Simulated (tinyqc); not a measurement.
Worked calculation: Born-Oppenheimer dynamics on the RHF/6-31g surface (energies and gradients from PySCF), for H2, spin multiplicity 1. Computed by tinyqc, a small Python program that keeps every step (integrals from PySCF). Settings: charge = 0, multiplicity = 1, basis = 6-31g, time step (fs) = 0.5, steps = 24. Command: `OMP_NUM_THREADS=1 python tinyqc.py 20101 20102 out.jsonl` (the two numbers bound the seeds that draw the settings). One thread of a shared host (Intel(R) Xeon(R) Processor @ 2.60GHz), about 0.9 s of CPU time with the checks.

## Velocity Verlet step 1

positions (bohr):
```
,x,y,z
1H,0.0000,0.0000,0.0000
2H,0.0000,0.0000,1.3984
```

velocities (bohr per atomic time unit):
```
,x,y,z
1H,-0.0003255,-0.0000495,0.0001880
2H,0.0003255,0.0000495,-0.0001880
```

gradient (hartree/bohr):
```
,x,y,z
1H,0.000000,0.000000,-0.007561
2H,0.000000,0.000000,0.007561
```

masses (electron masses): 1H 1837.1526, 2H 1837.1526

gradient after step 1 (hartree/bohr):
```
,x,y,z
1H,-0.000037,-0.000006,-0.003851
2H,0.000037,0.000006,0.003851
```

dt = 0.5 fs = 20.6707 atomic units; x' = x + v dt - g dt^2 / (2m); after the new gradient g', v' = v - (g + g') dt / (2m).

positions after step 1 (bohr):
```
,x,y,z
1H,-0.0067,-0.0010,0.0048
2H,0.0067,0.0010,1.3936
```

velocities after step 1 (bohr per atomic time unit):
```
,x,y,z
1H,-0.0003253,-0.0000495,0.0002522
2H,0.0003253,0.0000495,-0.0002522
```

## Velocity Verlet step 2

gradient after step 2 (hartree/bohr):
```
,x,y,z
1H,0.000013,0.000002,0.000665
2H,-0.000013,-0.000002,-0.000665
```

As before.

positions after step 2 (bohr):
```
,x,y,z
1H,-0.0134,-0.0020,0.0104
2H,0.0134,0.0020,1.3880
```

velocities after step 2 (bohr per atomic time unit):
```
,x,y,z
1H,-0.0003252,-0.0000494,0.0002701
2H,0.0003252,0.0000494,-0.0002701
```

## Energy conservation

The total energy should stay constant up to terms of order dt^2; the step counts as short enough if it moves by less than 2 % of the largest kinetic energy.

Trajectory:
```
time (fs),1H-2H (angstrom),potential (hartree),kinetic (hartree),total (hartree)
0.0000,0.7400,-1.126755,0.000264,-1.126491
0.5000,0.7350,-1.126809,0.000316,-1.126494
1.0000,0.7291,-1.126827,0.000333,-1.126495
1.5000,0.7235,-1.126796,0.000303,-1.126493
2.0000,0.7192,-1.126740,0.000250,-1.126490
2.5000,0.7171,-1.126702,0.000214,-1.126488
3.0000,0.7176,-1.126713,0.000225,-1.126489
3.5000,0.7207,-1.126764,0.000273,-1.126491
4.0000,0.7257,-1.126815,0.000321,-1.126494
4.5000,0.7316,-1.126826,0.000331,-1.126494
5.0000,0.7373,-1.126789,0.000296,-1.126493
5.5000,0.7416,-1.126730,0.000240,-1.126490
6.0000,0.7439,-1.126690,0.000201,-1.126488
6.5000,0.7437,-1.126694,0.000205,-1.126489
7.0000,0.7410,-1.126740,0.000250,-1.126491
7.5000,0.7364,-1.126798,0.000305,-1.126493
8.0000,0.7306,-1.126828,0.000333,-1.126495
8.5000,0.7248,-1.126808,0.000315,-1.126494
9.0000,0.7201,-1.126754,0.000264,-1.126491
9.5000,0.7174,-1.126708,0.000220,-1.126488
10.0000,0.7172,-1.126706,0.000217,-1.126488
10.5000,0.7197,-1.126749,0.000259,-1.126491
11.0000,0.7243,-1.126804,0.000311,-1.126493
11.5000,0.7301,-1.126828,0.000333,-1.126495
12.0000,0.7359,-1.126802,0.000309,-1.126493
```

The total energy moves within 6.5e-06 hartree, under 2 % of the largest kinetic energy.
